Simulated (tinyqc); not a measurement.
Thickness series: Landau-Devonshire theory of a uniaxial ferroelectric. Computed by tinyqc, a small Python program. Command: `OMP_NUM_THREADS=1 python tinyqc.py 3027626 3027627 out.jsonl ferro walk`. One thread of a shared host (Intel(R) Xeon(R) Processor @ 2.30GHz), about 0.01 s of CPU time with the checks.

G(P) = (alpha/2) P^2 + (beta*/4) P^4 + (gamma/6) P^6 - E P per volume, SI units, one domain, P along the polar axis, which is normal to the film.

Inputs (values chosen for the exercise, modelled on lead titanate):

| quantity | value | unit |
|---|---|---|
| alpha_0 | 782000 | J m/(C^2 K) |
| Curie-Weiss temperature T0 | 752 | K |
| beta | -2.88e+08 | J m^5/C^4 |
| gamma | 1.58e+09 | J m^9/C^6 |
| temperature T | 698 | K |
| misfit strain u_m | -0.0078 | - |
| electrostriction Q12 | -0.026 | m^4/C^2 |
| compliance s11 + s12 | 5.5e-12 | m^2/N |
| film thickness d | 8.7 | nm |
| screening length lambda | 0.0052 | nm |
| background permittivity eps_b | 7 | - |
| series capacitance C_d | 4.2 | microfarad/cm^2 |

Sample: epitaxial film.

Constants: eps_0 = 8.8541878128e-12 F/m.

Method:
- alpha = alpha_0 (T - T0*), with clamping: T0* = T0 + 4 Q12 u_m/(alpha_0 (s11 + s12)), beta* = beta + 4 Q12^2/(s11 + s12).
- Ps^2 = [-beta* + sqrt(beta*^2 - 4 alpha gamma)]/(2 gamma).
- chi = 1/(eps_0 G''), G'' = alpha + 3 beta* P^2 + 5 gamma P^4 at Ps. Ps, chi and the coercive field are for perfect screening, without a depolarising field. The intrinsic coercive field is |alpha P + beta* P^3 + gamma P^5| at the P_c where G'' = 0. 1 C/m^2 = 100 microcoulomb/cm^2.
- Between shorted electrodes with screening length lambda each, the depolarising field is -k P, k = 2 lambda/(eps_0 (d + 2 lambda eps_b)), so alpha turns into alpha + k.
- The polar state is the lowest uniform state while alpha + k < 0 (beta* > 0) or < 3 beta*^2/(16 gamma) (beta* < 0); setting the equality gives the critical thickness d_c.
- Domains are left out, though they can pre-empt both the loss of P and the state at P = 0. The second and third columns are for the shorted capacitor, polar only where it is the lowest uniform state: alpha + k < 0 (beta* > 0) or < 3 beta*^2/(16 gamma) (beta* < 0). The last column is another circuit, the film in series with C_d at P = 0: 1/C = (alpha d)/(1 + alpha eps_0 eps_b) + 1/C_d, and P = 0 is locally stable while 1/C > 0; a dash marks the rest.

alpha = -1.89719e+08 J m/C^2

beta* = 2.03636e+08 J m^5/C^4

critical thickness d_c = 6.11839 nm

spontaneous polarisation Ps = 53.6673 microcoulomb/cm^2

Against thickness:

| d (nm) | P (microcoulomb/cm^2) | depolarising field (MV/m) | C of the stack / C_d |
|---|---|---|---|
| 1 | 0.000 | 0.000 | 1.0081 |
| 2 | 0.000 | 0.000 | 1.0164 |
| 3 | 0.000 | 0.000 | 1.0248 |
| 5 | 0.000 | 0.000 | 1.0420 |
| 8 | 33.887 | 49.306 | 1.0690 |
| 15 | 45.744 | 35.647 | 1.1376 |
| 30 | 50.101 | 19.568 | 1.3191 |
| 60 | 51.962 | 10.160 | 1.9372 |
| 150 | 53.002 | 4.148 | - |

What does the comparison show, and why?

The polar state appears between 5 and 8 nm (d_c = 6.12 nm), and at 150 nm P is 98.8 % of Ps. The stack exceeds C_d wherever it is stable, up to 1.94 times: the ferroelectric held at P = 0 acts as a negative capacitance.

Extremes, crossings and ranges named in words are read from the listed rows.
